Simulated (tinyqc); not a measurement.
## p-n heterojunction, non-linear Poisson equation by Newton steps, Boltzmann statistics: starts and damping rules compared

One dimension, material 1 (p-type) at x < 0 and material 2 (n-type) at x > 0. Band edges: Ec = -psi in material 1 and -psi + dEc in material 2, Ev = Ec - Eg. Flat quasi-Fermi levels: 0 for holes, +V for electrons. n = Nc F((EFn - Ec)/Vt), p = Nv F((Ev - EFp)/Vt), with F(eta) = exp(eta) (Boltzmann statistics); full ionisation, no interface charge, classical densities; the doping types are chosen for the exercise.

a_i = eps0 eps_r/h_i for the interval from node i to i + 1, with h_i = x_(i+1) - x_i in cm.

n_i = Nc F(a_n), a_n = (V - Ec_i)/Vt; p_i = Nv F(a_p), a_p = (Ec_i - Eg)/Vt; rho_i = p_i - n_i + C_i with C = -N1 or +N2; g_i = (n_i + p_i)/Vt. Box widths w_i = (h_(i-1) + h_i)/2 in cm. Residual F_i = a_i (psi_(i+1) - psi_i) - a_(i-1) (psi_i - psi_(i-1)) + q rho_i w_i; Jacobian: a_(i-1) and a_i beside the diagonal, b_i = -a_(i-1) - a_i - q g_i w_i on it. The two end nodes are fixed.

Iterations until the largest undamped |d| is below 1e-9 V (the last, tiny step is counted), with a cap of 100; "overflow" would mean that an exponential left the range of double precision. Starts:
- neutral: psi_L on the nodes of material 1 and psi_R on those of material 2.
- smooth: psi_L + (psi_R - psi_L)(1 + tanh(x/s))/2 on the inner nodes with s = 58 nm, psi_L and psi_R on the ends.
- linear: A straight line in x from psi_L to psi_R.

Rules for the step d, which solves the tridiagonal system a_(i-1) d_(i-1) + b_i d_i + a_i d_(i+1) = -F_i:
- full Newton steps: the full step is added.
- logarithmic damping: each component d is damped to sign(d) Vt ln(1 + |d|/Vt) before it is added.
- steps capped at 4 Vt: if the largest |d| exceeds 4 Vt, the whole step is scaled down so that it equals 4 Vt.
- halved steps: half of the step is added while the largest |d| exceeds 1.5 Vt, the full step after that.

Values chosen for this exercise; band and dielectric values those of a made-up pair:

| symbol | value | unit | meaning |
|---|---|---|---|
| T | 300 | K | temperature |
| Eg1 | 1.48 | eV | band gap of material 1 |
| er1 | 10.6 |  | relative permittivity of material 1 |
| Nc1 | 4.81e17 | cm^-3 | conduction-band density of states of material 1 |
| Nv1 | 8.6e18 | cm^-3 | valence-band density of states of material 1 |
| Eg2 | 1.39 | eV | band gap of material 2 |
| er2 | 14 |  | relative permittivity of material 2 |
| Nc2 | 6.37e17 | cm^-3 | conduction-band density of states of material 2 |
| Nv2 | 1.15e19 | cm^-3 | valence-band density of states of material 2 |
| dEc | -0.25 | eV | conduction-band offset Ec2 - Ec1 |
| N1 | 6e16 | cm^-3 | acceptor density of material 1 |
| N2 | 2.2e16 | cm^-3 | donor density of material 2 |
| V | 0.3 | V | bias of side 1 against side 2 |

Constants: q = 1.602176634e-19 C, kB = 1.380649e-23 J/K, Vt = kB T/q, eps0 = 8.8541878128e-14 F/cm where lengths are in cm. Results are converted to the units shown.

| node | x (nm) | material |
|---|---|---|
| 0 | -214 | 1 |
| 1 | -155 | 1 |
| 2 | -107 | 1 |
| 3 | -68.1 | 1 |
| 4 | -36.3 | 1 |
| 5 | -10.5 | 1 |
| 6 | 10.5 | 2 |
| 7 | 49 | 2 |
| 8 | 119 | 2 |
| 9 | 248 | 2 |
| 10 | 485 | 2 |

| interval | eps_r |
|---|---|
| 0 | 10.6 |
| 1 | 10.6 |
| 2 | 10.6 |
| 3 | 10.6 |
| 4 | 10.6 |
| 5 | 12.0650 |
| 6 | 14 |
| 7 | 14 |
| 8 | 14 |
| 9 | 14 |

psi_L = -1.35164 V
psi_R = -0.637011 V

Iterations needed:

|  | full Newton steps | logarithmic damping | steps capped at 4 Vt | halved steps |
|---|---|---|---|---|
| neutral | 7 | 13 | 8 | 10 |
| smooth | 7 | 8 | 6 | 7 |
| linear | 30 | 10 | 9 | 14 |

What does the comparison show?

The fewest iterations, 6, are needed by steps capped at 4 Vt from the smooth start. Every pairing converges. Lowest count for the worst start: steps capped at 4 Vt, at most 9 iterations.

Program tinyqc, `OMP_NUM_THREADS=1 python tinyqc.py 2040119 2040120 out.jsonl`; Intel Xeon 2.30GHz, shared host, one thread, about 0.04 s.
